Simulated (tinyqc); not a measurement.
What each parameter does: band edges of strained Si(1-x)Ge(x) on relaxed Si(1-y)Ge(y).

Values are linear in the Ge fraction but for ED(x) = linear - CD x (1 - x) and a(x) = linear - Ca x (1 - x). Energies are on the common scale of Ev.

Coherent growth on a (111) face: e_par = (a(y) - a(x))/a(x), e_perp = -(2 C11 + 4 C12 - 4 C44)/(C11 + 2 C12 + 4 C44) e_par; exx = eyy = ezz = (2 e_par + e_perp)/3 and exy = eyz = ezx = (e_perp - e_par)/3.

A valley with unit axis u lies at Ev + gap + (av + a_valley) tr(e) + Xu (u.e.u - tr(e)/3); the Delta axes are x, y, z and the L axes [111], [1-1-1], [-11-1], [-1-11]. The second-order shift of the Delta valleys under shear is left out; it lowers the pair normal to the sheared plane by tens of meV at a shear of 1 %.

Valence edges: Ev plus the levels of the 6 x 6 matrix of X, Y, Z times spin with -Dso/3 + l exx + m (eyy + ezz) on the diagonal (cyclic), n exy off it, l = av + 2 b, m = av - b, n = sqrt(3) d. Spin-orbit term (Dso/3) L.sigma on X, Y, Z with (L_k)_ij = -i epsilon_kij: <X+|H|Y+> = -i Dso/3, <X+|H|Z-> = Dso/3, <Y+|H|Z-> = -i Dso/3, <Z+|H|X-> = -Dso/3, <Z+|H|Y-> = i Dso/3, <X-|H|Y-> = i Dso/3, and their conjugates; + and - are the spin along z.

Parameters, chosen for this exercise (end members near Si and Ge, in this order; not measured data):
- a = (5.431, 5.659) angstrom (lattice constant)
- Dso = (0.045, 0.286) eV (spin-orbit splitting)
- av = (2.48, 1.26) eV (valence hydrostatic potential)
- b = (-2.12, -2.55) eV (tetragonal shear potential)
- d = (-4.82, -5.25) eV (trigonal shear potential)
- C11 = (168.2, 129.7) GPa
- C12 = (64.7, 48) GPa
- C44 = (79, 67.3) GPa
- Ev = (0, 0.62) eV (top of the unstrained valence band)
- ED = (1.147, 0.939) eV (gap to the Delta valleys)
- EL = (2.024, 0.734) eV (gap to the L valleys)
- aD = (1.59, 1.18) eV (hydrostatic potential of the Delta gap)
- aL = (-2.89, -2.84) eV (hydrostatic potential of the L gap)
- XuD = (9.46, 9.14) eV (uniaxial potential, Delta)
- XuL = (16.51, 14.94) eV (uniaxial potential, L)
- CD = 0.234 eV (bowing of the Delta gap)
- Ca = 0 angstrom (bowing of the lattice constant)
- face = 111 (growth face)
- x = 0 (Ge fraction of the layer)
- y = 0.41 (Ge fraction of the relaxed buffer)

dEc = Ec(buffer) - Ec(layer), dEv = Ev(layer) - Ev(buffer); buffer edges Ev(y) and Ev(y) + min(ED, EL).

One parameter was then changed.

Results before and after:
```
case     gap (eV)  valence splitting (meV)  dEc (eV)  dEv (eV)
base       1.0629                    196.1    0.0041   -0.0619
changed    1.0629                    196.1    0.0422   -0.1000
```

Which of these changes was made? (a) CD = 0.284 eV; (b) C12 = (74.405, 55.2) GPa; (c) x = 0.03; (d) av = (2.852, 1.449) eV; (e) y = 0.44; (f) aL = (-3.323, -3.266) eV; (g) XuL = (18.986, 17.181) eV; (h) Ev = (0, 0.713) eV.

Answer: (h) Ev = (0, 0.713) eV. Of the candidates, run in turn, only this one gives the changed row.

All candidates:
```
case                       gap (eV)  valence splitting (meV)  dEc (eV)  dEv (eV)
base                         1.0629                    196.1    0.0041   -0.0619
x = 0.03                     1.0582                    179.2    0.0076   -0.0608
y = 0.44                     1.0559                    211.2    0.0075   -0.0656
CD = 0.284 eV                1.0629                    196.1   -0.0080   -0.0619
C12 = (74.405, 55.2) GPa     1.0571                    202.8    0.0074   -0.0594
XuL = (18.986, 17.181) eV    1.0629                    196.1    0.0041   -0.0619
aL = (-3.323, -3.266) eV     1.0629                    196.1    0.0041   -0.0619
av = (2.852, 1.449) eV       1.0629                    196.1   -0.0058   -0.0520
Ev = (0, 0.713) eV           1.0629                    196.1    0.0422   -0.1000
```

The lowest valleys of the layer are Delta6, so among the conduction-band potentials only those of that family reach the gap and dEc; the buffer is unstrained. A shift large enough to swap the lowest family would change that.

Run: tinyqc, `OMP_NUM_THREADS=1 python tinyqc.py 1051377 1051378 out.jsonl`; Intel(R) Xeon(R) Processor @ 2.30GHz, one thread, shared host; about 0.01 s of CPU time with all checks.
